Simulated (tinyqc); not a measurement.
Extrapolating accelerated tests: lateral field, substrate current, probability of reaching the oxide barrier and hot-carrier lifetime of a silicon transistor (pseudo-two-dimensional and lucky-electron models). Computed by tinyqc, a small Python program. Command: `OMP_NUM_THREADS=1 python tinyqc.py 3011654 3011655 out.jsonl hotcar walk`. One thread of a shared host (Intel(R) Xeon(R) Processor @ 2.30GHz), about 0.01 s of CPU time with the checks.

Local-field models: a lucky carrier gains its energy at the peak field over a path free of collisions. Voltages are magnitudes.

Inputs (values chosen for the exercise, modelled on a silicon n-channel): channel length L = 370 nm; oxide thickness t = 7.6 nm; junction depth x_j = 59 nm; mobility mu = 410 cm^2/(V s); saturation velocity v_s = 0.79 1e7 cm/s; threshold voltage V_T = 0.72 V; gate voltage V_G = 1.5 V; drain voltage V_D = 2.5 V; ionisation prefactor A_i = 2.2e+06 1/cm; ionisation field B_i = 1.65 MV/cm; hot-carrier mean free path lambda = 8.7 nm; oxide barrier phi_b = 3.1 eV; interface-trap threshold phi_it = 3.8 eV; lifetime constant H = 60 s microampere/micrometre.

Drain: abrupt.

Constants: eps_0 = 8.8541878128e-12 F/m.

Method:
- C_ox = 3.9 eps_0/t; F_sat = 2 v_s/mu; V_Dsat = V_ov F_sat L/(V_ov + F_sat L), V_ov = V_G - V_T; I_D/W = C_ox v_s (V_ov - V_Dsat).
- Scale length l = 0.22 t^(1/3) x_j^(1/2) (all in cm); F_m = sqrt(((V_D - V_Dsat)/l_e)^2 + F_sat^2), with l_e = l; length of the velocity-saturated region l_e ln((V_D - V_Dsat)/(l_e F_sat) + F_m/F_sat).
- Substrate current I_sub/I_D = (A_i/B_i)(V_D - V_Dsat) exp(-B_i/F_m); probability of reaching the oxide barrier exp(-phi_b/(e lambda F_m)); lifetime tau = (H/(I_D/W)) exp(phi_it/(e lambda F_m)).
- V_10 solves tau = 3.156e8 s at the given V_G. The extrapolation fits ln(tau) against 1/V_D at 1, 1.08, 1.16 and 1.25 times the given V_D (rounded to 3 digits) by least squares and reads off the same tau.

V_Dsat = 0.504188 V

Stress points:
```
V_D (V)  1/V_D (1/V)  tau (s)
2.50         0.40000    24951
2.70         0.37037     9550
2.90         0.34483     4284
3.12         0.32051     2041
```

ten-year drain voltage V_10 = 1.5487 V

V_10 from the 1/V_D extrapolation = 1.4282 V

The extrapolation is 121 mV below the true value: ln(tau) is nearly linear in 1/(V_D - V_Dsat), not in 1/V_D, so the straight line errs on the safe side when one extrapolates down. At V_10 the available energy e V_D is below phi_it, so the model understates the lifetime there.

Extremes, crossings and ranges named in words are read from the listed rows.
